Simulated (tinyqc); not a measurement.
# A chain with two barriers and dephasing by Buettiker voltage probes: effect of the dephasing strength

Sites 1 to 5 form a chain with hopping -t. Lead L joins site 1 and lead R site 5, both semi-infinite chains with hopping -t and site energy 0. Every site carries a probe with self-energy -i Gamma_p/2 that draws no net current. Linear response at zero temperature: mu_L = 1, mu_R = 0 in units of the bias.

Sigma = t^2 g(E), g(x) = (x - i sqrt(4 t^2 - x^2))/(2 t^2) for |x| < 2 t and (x - sign(x) sqrt(x^2 - 4 t^2))/(2 t^2) otherwise; Gamma = -2 Im Sigma; G = (E - H - Sigma_L - Sigma_R + i Gamma_p/2)^(-1). With Gamma the broadening by one lead, T_RL = Gamma^2 |G_(5,1)|^2, T_pL = Gamma Gamma_p |G_(p,1)|^2, T_pR = Gamma Gamma_p |G_(p,5)|^2, T_pq = Gamma_p^2 |G_(p,q)|^2 for p != q. No current into probe p: W mu = T_pL with W_pp = T_pL + T_pR + sum_q T_pq and W_pq = -T_pq. Then T_eff = T_RL + sum_p T_pR mu_p, and the resistance is (h/2q^2)/T_eff. Without probes means Gamma_p = 0.

Values chosen for this exercise:

| symbol | value | unit | meaning |
|---|---|---|---|
| t | 1 | eV | hopping (matrix element -t) |
| U | [3.9, 0, 0, 0, 1.8] | eV | site energies 1 to N |
| E | 1.01 | eV | Fermi energy |

Constants: q = 1.602176634e-19 C, h = 6.62607015e-34 J s. Results are converted to the units shown.

Effect of the dephasing strength:

| gp (eV) | T_RL | through probes | T_eff | resistance (kohm) |
|---|---|---|---|---|
| 0.01 | 0.1318 | 0.006300 | 0.1381 | 93.43 |
| 0.018 | 0.1293 | 0.01128 | 0.1406 | 91.80 |
| 0.032 | 0.1249 | 0.01977 | 0.1446 | 89.24 |
| 0.056 | 0.1173 | 0.03349 | 0.1507 | 85.62 |
| 0.1 | 0.1038 | 0.05539 | 0.1592 | 81.08 |
| 0.18 | 0.08198 | 0.08459 | 0.1666 | 77.48 |
| 0.32 | 0.05369 | 0.1114 | 0.1651 | 78.18 |
| 0.56 | 0.02703 | 0.1238 | 0.1508 | 85.57 |
| 1 | 0.009114 | 0.1210 | 0.1301 | 99.20 |
| 1.8 | 0.001773 | 0.1089 | 0.1107 | 116.6 |

What does the table show?

Without probes the transmission is 0.135. T_eff goes from 0.138 through a maximum of 0.167 (at gp = 0.18 eV among the rows listed) to 0.111; the direct part falls from 0.132 to 0.00177 and the part through probes goes from 0.00630 through a maximum of 0.124 (at gp = 0.56 eV among the rows listed) to 0.109. Weak dephasing raises T_eff here: the incoherent path through the probes gains more than the direct part loses.

tinyqc, about 0.01 s, one thread, Intel Xeon 2.30GHz (shared host): `OMP_NUM_THREADS=1 python tinyqc.py 2700046 2700047 out.jsonl`
